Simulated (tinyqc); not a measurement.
The width of the window: equation-of-state fits to an energy-volume table made by a known binding curve. Computed by tinyqc, a small Python program. Command: `OMP_NUM_THREADS=1 python tinyqc.py 3024631 3024632 out.jsonl eosfit walk`. One thread of a shared host (Intel(R) Xeon(R) Processor @ 2.30GHz), about 0.02 s of CPU time with the checks.

With x = (V/V_0)^(1/3), the energy per atom is E = D [m x^-n - n x^-m]/(n - m), so that B0 = D n m/(9 V_0) and B' = (n + m + 6)/3. B' = dB/dP at P = 0.

Inputs (values chosen for the exercise, for a model crystal): cohesive energy D = 1.46 eV/atom; true volume V_0 = 10.9 angstrom^3/atom; repulsive exponent n = 7; attractive exponent m = 2; shift of the window centre s = -0.028; points N = 7; compression V/V_0 for the pressure test = 0.8.

Binding curve: Mie. Noise: none.

Constants: 1 eV/angstrom^3 = 160.2176634 GPa.

Method:
- B0 and B' from the formulas above; P = -dE/dV at V = c V_0 (c the compression chosen), from the curve itself.
- Table: V_j = V_0 [1 + s + w (2 j/(N - 1) - 1)], j = 0..N-1, rounded to 0.001; E_j from the curve, rounded to 1e-7 eV.
- Murnaghan: E = E0 + (B0 V/B') [(V0/V)^B'/(B' - 1) + 1] - B0 V0/(B' - 1), P = (B0/B') [(V0/V)^B' - 1].
- Birch-Murnaghan: E = E0 + (9 V0 B0/16) [y^3 B' + y^2 (2 - 4 y)], y = (V0/V)^(2/3) - 1; P = (3 B0/2) (x^7 - x^5) [1 + (3/4)(B' - 4)(x^2 - 1)], x = (V0/V)^(1/3).
- Vinet: E = E0 + (9 B0 V0/h^2) {1 + [h (1 - x) - 1] exp(h (1 - x))}, P = 3 B0 (1 - x) x^-2 exp(h (1 - x)), x = (V/V0)^(1/3), h = (3/2)(B' - 1).
- All are least-squares fits to the energies; for polynomials in V, B0 = V E'' and B' = -1 - V E'''/E'' at the minimum.
- The table is made anew for each w.

exact B0 = 33.3828 GPa

exact B' = 5

Errors (%):
```
w     B0, parabola  B0, cubic  B0, Murnaghan  B0, Birch-Murnaghan  B0, Vinet  B', Birch-Murnaghan
0.03        18.473     -1.355          0.178               -0.010     -0.089                0.180
0.05        19.229     -0.715          0.110               -0.009     -0.058                0.216
0.08        21.102      0.882         -0.048                0.001      0.026                0.234
0.12        25.041      4.275         -0.360                0.025      0.201                0.264
0.16        30.741      9.283         -0.777                0.055      0.442                0.323
0.22        43.137     20.476         -1.551                0.117      0.934                0.441
```

What follows from these numbers?

The Birch-Murnaghan error of B0 is smallest among these at w = 0.08 (0.001 % in size); it is 0.010 % at the narrowest and 0.117 % at the widest.  At the widest window the errors of B0 are +43.1 % for the parabola and +20.5 % for the cubic in V.

Extremes, crossings and ranges named in words are read from the listed rows.
